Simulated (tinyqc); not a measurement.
# From lower edge back to dose Q

Model: implant damage, amorphisation by cascade overlap, and solid-phase epitaxial regrowth. Computed by tinyqc, a small Python program. Command: `OMP_NUM_THREADS=1 python tinyqc.py 3110977 3110978 out.jsonl sper inv`. One thread of a shared host (Intel(R) Xeon(R) Processor @ 2.30GHz), about 0.01 s of CPU time with the checks.

Range and width of the damage are inputs. Dynamic annealing enters only through the surviving share f.

Inputs (values chosen for the exercise, modelled on indium ions in germanium): atomic density N = 44.2 1/nm^3; ion Z1 = 49; ion mass M1 = 114.8 u; target Z2 = 32; target mass M2 = 72.63 u; ion energy E = 270 keV; displacement energy E_d = 15 eV; depth of the damage peak R_d = 85 nm; width of the damage profile s_d = 48 nm; share of defects that survive f = 0.76; critical displaced share x_c = 0.15.

Constants: a_0 = 0.529177210903 angstrom; e^2/(4 pi eps_0) = 14.39964548 eV angstrom.

Method. Robinson partition: eps = E a M2/(Z1 Z2 (e^2/(4 pi eps_0)) (M1 + M2)), a = 0.8853 a_0/sqrt(Z1^(2/3) + Z2^(2/3)); k = 0.0793 Z1^(2/3) Z2^(1/2) (M1 + M2)^(3/2)/((Z1^(2/3) + Z2^(2/3))^(3/4) M1^(3/2) M2^(1/2)); damage energy T_d = E/(1 + k (eps + 0.40244 eps^(3/4) + 3.4008 eps^(1/6))); displacements nu = 0.8 T_d/(2 E_d). Displaced share x(z) = f nu Q exp(-(z - R_d)^2/(2 s_d^2))/(sqrt(2 pi) s_d N); the layer is amorphous where x > x_c, between R_d -/+ s_d sqrt(2 ln(x_max/x_c)), the upper edge being cut at the surface. Threshold dose Q_c = Q x_c/x_max.

Task: A run gave the result below. Find the dose Q, known to lie between 5.4e+14 and 1.3e+15 1/cm^2.

lower edge = 212.4132 nm

Result:

Each step takes the trial c = (a f_b - b f_a)/(f_b - f_a), f being the result less the target and a, b, c the logarithms of the listed values; c replaces end b, the old b replaces a if the sign of f changed, and otherwise f_a is halved.

Scan of the range:
```
dose Q (1/cm^2)  lower edge (nm)
5.40e+14                 206.526
6.25e+14                 209.266
7.24e+14                 211.963
8.38e+14                 214.590
9.70e+14                 217.165
1.12e+15                 219.648
1.30e+15                 222.175
```

False position (Illinois rule, in the logarithm of the input) inside the bracket:
```
step        end a        end b        trial  lower edge (nm)
1     7.24000e+14  8.38000e+14  7.42358e+14          212.417
2     7.24000e+14  7.42358e+14  7.42046e+14          212.409
3     7.42358e+14  7.42046e+14  7.42201e+14          212.413
```

Lower edge rises at every point of a 13-point scan of the range (every second point is shown), so one value fits; it is bracketed by 7.24e14 and 8.38e14. Answer: dose Q = 7.422e14 1/cm^2.
